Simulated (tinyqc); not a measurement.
Semiconductor laser, carrier and photon rate equations: two steps of the calculation.

Carrier density N and photon density S in one mode: dN/dt = F1 = eta I/(q V) - (A N + B N^2 + C N^3) - vg g S; dS/dt = F2 = G vg g S + G be B N^2 - S/tp, with g = g0 ln(N/Ntr)/(1 + ec S). Output power P = Fo Eph S V/(G tp). No heating, no carrier transport.

Values chosen for this exercise: active volume V = 1.9e-12 cm^3; confinement factor G = 0.081; group velocity vg = 8.1e9 cm/s; gain coefficient g0 = 1900 1/cm; transparency density Ntr = 1.4e18 cm^-3; gain compression ec = 2e-17 cm^3; photon lifetime tp = 2.1 ps; defect recombination coefficient A = 4.1e7 1/s; radiative coefficient B = 5.2e-11 cm^3/s; Auger coefficient C = 5.9e-30 cm^6/s; share of spontaneous emission into the mode be = 2.4e-5; injection efficiency eta = 0.94; drive current I = 0.2 mA; time step dt = 10 ps.

Constants: q = 1.602176634e-19 C. Results are converted to the units shown.

Problem 1. Threshold. gth = 1/(G vg tp), Nth = Ntr exp(gth/g0), Ith = q V (A Nth + B Nth^2 + C Nth^3)/eta. Above it S is near G tp eta (I - Ith)/(q V). Carrier lifetime at threshold Nth/(A Nth + B Nth^2 + C Nth^3).

Find: gth; Nth; Ith; estimate of S; carrier lifetime.

Solution 1.

gth = 725.79 1/cm
Nth = 2.0513e18 cm^-3
Ith = 0.11459 mA
estimate of S = 4.4864e13 cm^-3
carrier lifetime = 5.7973 ns

Problem 2. One Runge-Kutta step of a transient. y = (N, S), k1 = F(y), k2 = F(y + dt k1/2), k3 = F(y + dt k2/2), k4 = F(y + dt k3), y(new) = y + dt (k1 + 2 k2 + 2 k3 + k4)/6.

(N, S) at the start: N (1e18 cm^-3) 2.093, S (1e15 cm^-3) 0.0224

Wanted: slopes per ps, N in 1e18 and S in 1e15 cm^-3; (N, S) after the step.

Solution 2.

slopes per ps, N in 1e18 and S in 1e15 cm^-3:
```
       dN/dt     dS/dt
k1  1.113e-4  5.576e-4
k2  9.379e-5  6.345e-4
k3  9.145e-5  6.428e-4
k4  7.107e-5  7.313e-4
```

(N, S) after the step: N (1e18 cm^-3) 2.094, S (1e15 cm^-3) 0.02881

Computed by the program tinyqc: `OMP_NUM_THREADS=1 python tinyqc.py 2840014 2840015 out.jsonl`, one thread of a shared Intel Xeon 2.30GHz, about 0.01 s for the whole run.
